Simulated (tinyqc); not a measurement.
Plane-wave Kohn-Sham cycle with exchange-only LDA in a layered model solid, step by step. One step of it, computed by the program tinyqc.

Task: Iteration 1: levels at that k. Diagonalise the Hermitian matrix.

H (hartree):
```
           -2         -1         +0         +1         +2
-2   0.512426  -0.185000  -0.090000   0.000000   0.000000
-1  -0.185000  -0.052785  -0.185000  -0.090000   0.000000
+0  -0.090000  -0.185000  -0.206933  -0.185000  -0.090000
+1   0.000000  -0.090000  -0.185000   0.049981  -0.185000
+2   0.000000   0.000000  -0.090000  -0.185000   0.717957
```

Give: eigenvalues.

Result:

eigenvalues (hartree): -0.463  0.016  0.128  0.571  0.769
